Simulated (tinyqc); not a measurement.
From lone donors to an impurity band: impurity band of shallow donors (Hubbard estimate).

Constants: e^2/(4 pi eps0) = 14.39964547 eV angstrom.

Values chosen for the exercise (out of a larger set: near those of two donors in GaAs; not measured data): a = 91.5 angstrom (orbital radius); eps = 13 (dielectric constant); Ns = (0.00024, 0.00059, 0.0014, 0.0035, 0.0082, 0.018, 0.035) x 1e18/cm^3 (donor densities).

Donors on a simple cubic lattice of spacing R = N^(-1/3) (1/angstrom^3 = 1e24/cm^3), Ha* = q/(eps a), q = e^2/(4 pi eps0), x = R/a. Hopping t = Ha* (1 + x) exp(-x), band width B = 12 t, on-site repulsion U = (5/8) Ha*; the gap closes near B/U = 1.15. Valley factors and disorder are left out.

Results:
```
N (1e18/cm^3)  R (angstrom)  N^(1/3) a   t (meV)   B (meV)       B/U
0.00024              1609.1      0.057  5.18e-06  6.22e-05  8.22e-06
0.00059              1192.3      0.077  0.000372   0.00447  0.000591
0.0014                893.9      0.102   0.00745    0.0894    0.0118
0.0035                658.6      0.139    0.0742     0.891     0.118
0.0082                495.9      0.185     0.344      4.13     0.546
0.018                 381.6      0.240     0.967      11.6      1.53
0.035                 305.7      0.299      1.86      22.3      2.95
```

B/U passes 1.15 between 0.0082 and 0.018 x 1e18/cm^3; the root is x = 4.52, N^(1/3) a = 0.221, N = 0.014 x 1e18/cm^3, below the 0.023 that the empirical rule N^(1/3) a = 0.26 gives; the estimate is rough, since random positions, the overlap of the orbitals and screening are left out. While N grows by 146 times, t grows by 3.59e+05 times.

Run: tinyqc, `OMP_NUM_THREADS=1 python tinyqc.py 1281542 1281543 out.jsonl`; Intel(R) Xeon(R) Processor @ 2.30GHz, one thread, shared host; about 0.01 s of CPU time with all checks.
